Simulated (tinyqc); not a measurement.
# Undoped symmetric double-gate MOSFET, analytic potential model: several studies

An undoped body of thickness ts between two equal insulators and tied gates; long channel, electrons only, n = ni exp((psi - V)/Vt) with V the quasi-Fermi potential (0 at the source, Vd at the drain), constant mobility, no quantisation. Across the body psi(x) = V - 2 Vt ln[(ts/(2 beta)) sqrt(q ni/(2 eps0 eps_r Vt)) cos(2 beta x/ts)], x from the centre. Q is the electron charge per area of the whole body.

Parameters, values chosen for the exercise; material values close to those of silicon: temperature T = 300 K; band gap Eg = 1.11 eV; relative permittivity of the semiconductor eps_r = 11.8; conduction-band density of states at T Nc = 2.78e19 cm^-3; valence-band density of states at T Nv = 2.63e19 cm^-3; relative permittivity of the gate insulator eox = 23; insulator thickness tox = 9.3 nm; body thickness ts = 15 nm; gate work function less that of the intrinsic body dphi = 0.1 V; channel mobility mu = 120 cm^2/(V s); gate length L = 0.1 um; drain voltage Vd = 0.05 V.

Constants: q = 1.602176634e-19 C, kB = 1.380649e-23 J/K, Vt = kB T/q, eps0 = 8.8541878128e-14 F/cm where lengths are in cm. Results are converted to the units shown.

Each table varies one quantity; the others keep the values above.

## Effect of the gate work function less that of the intrinsic body

ni = sqrt(Nc Nv) exp(-Eg/(2 Vt)), Eg in volts; r = eps_r tox/(eox ts); V0 = dphi + 2 Vt ln[(2/ts) sqrt(2 eps0 eps_r Vt/(q ni))]. beta (between 0 and pi/2) solves (Vg - V0 - V)/(2 Vt) = ln(beta) - ln(cos beta) + 2 r beta tan(beta). Q = 8 eps0 eps_r Vt beta tan(beta)/ts; I = mu (1/L)(4 eps0 eps_r/ts)(2 Vt)^2 [g(beta_s) - g(beta_d)] per width, g = beta tan(beta) - beta^2/2 + r beta^2 tan^2(beta), with beta_s at V = 0 and beta_d at V = Vd.  I(low) is taken at Vg = 0.31 V, Qs and I(high) at Vg = 1.06 V.

Result of one run:
```
dphi (V),V0 (V),I(low) (nA/um),Qs(high) (nC/cm^2),I(high) (uA/um)
0.15,0.6065,0.03990,1459,81.90
```

What becomes of these results when the gate work function less that of the intrinsic body dphi is changed from 0.15 to 0 V, all else the same?

Result of the changed run:
```
dphi (V),V0 (V),I(low) (nA/um),Qs(high) (nC/cm^2),I(high) (uA/um)
0,0.4565,13.16,2041,116.6
```

The whole series:
```
dphi (V),V0 (V),I(low) (nA/um),Qs(high) (nC/cm^2),I(high) (uA/um)
-0.05,0.4065,89.06,2240,128.4
0,0.4565,13.16,2041,116.6
0.05,0.5065,1.908,1845,104.9
0.1,0.5565,0.2760,1651,93.30
0.15,0.6065,0.03990,1459,81.90
0.2,0.6565,0.005768,1271,70.71
0.25,0.7065,8.337e-4,1087,59.79
```

As dphi goes from -0.05 to 0.25 V, I(low) falls from 89.1 to 8.34e-4 nA/um and I(high) falls from 128 to 59.8 uA/um. V0 rises from 0.407 to 0.707 V. In every row the surface density at the source at the higher gate voltage passes 0.3 Nc, where Boltzmann statistics fail.

## Output curve

Q = 8 eps0 eps_r Vt beta tan(beta)/ts; I = mu (1/L)(4 eps0 eps_r/ts)(2 Vt)^2 [g(beta_s) - g(beta_d)] per width, g = beta tan(beta) - beta^2/2 + r beta^2 tan^2(beta), with beta_s at V = 0 and beta_d at V = Vd.

In this table Vg = 0.86 V.

Output curve:
```
Vd (V),Qd (nC/cm^2),Qd/Qs,I (uA/um)
0.06,700.3,0.7719,57.81
0.11,537.2,0.5922,94.88
0.17,357.2,0.3937,127.0
0.22,225.4,0.2484,144.3
0.28,99.29,0.1094,155.8
0.33,33.23,0.03663,159.5
0.38,6.811,0.007508,160.6
0.44,0.7257,7.999e-4,160.8
0.49,0.1058,1.166e-4,160.8
```

Read the table: what changes, and by how much?

The current rises from 57.8 to 161 uA/um, while the charge at the drain end falls from 0.77 to 1.2e-4 of that at the source. The current first comes within 1 % of its last value at Vd = 0.33 V among the rows. Over the last rows Qd falls by a factor of e for each Vt of drain voltage: the drain end is in weak inversion. In every row the surface density at the source passes 0.3 Nc, where Boltzmann statistics fail. For Vd = 0.28 to 0.49 V mu V/L, with V the smaller of Vd and Vg - V0, passes 3e6 cm/s, so velocity saturation would lower the current.

## Effect of the body thickness

Same model as above.

Effect of the body thickness:
```
ts (nm),V0 (V),I(low) (nA/um),Qs(high) (nC/cm^2),I(high) (uA/um)
5,0.61333,0.092001,1642.2,92.728
7,0.59593,0.12880,1646.5,93.006
9.8,0.57854,0.18032,1649.1,93.177
14,0.56009,0.25759,1650.7,93.281
19,0.54430,0.34957,1651.5,93.332
27,0.52614,0.49673,1652.0,93.365
38,0.50847,0.69901,1652.2,93.382
```

Read the table: what changes, and by how much?

As ts goes from 5 to 38 nm, I(low) rises from 0.0920 to 0.699 nA/um and I(high) rises from 92.7 to 93.4 uA/um. On average I(low) goes as ts^(1.00) and I(high) goes as ts^(0.00). Below threshold the charge is proportional to the cross-section of the body; above it the insulator sets the charge. In every row the surface density at the source at the higher gate voltage passes 0.3 Nc, where Boltzmann statistics fail. For ts = 27 to 38 nm L is under three scale lengths of this cross-section, so short-channel effects, left out here, would raise the subthreshold current. At ts = 5 nm the body is thin enough for quantum confinement, left out here, to raise the threshold.

Program tinyqc, `OMP_NUM_THREADS=1 python tinyqc.py 2440002 2440003 out.jsonl`; Intel Xeon 2.30GHz, shared host, one thread, about 0.01 s.
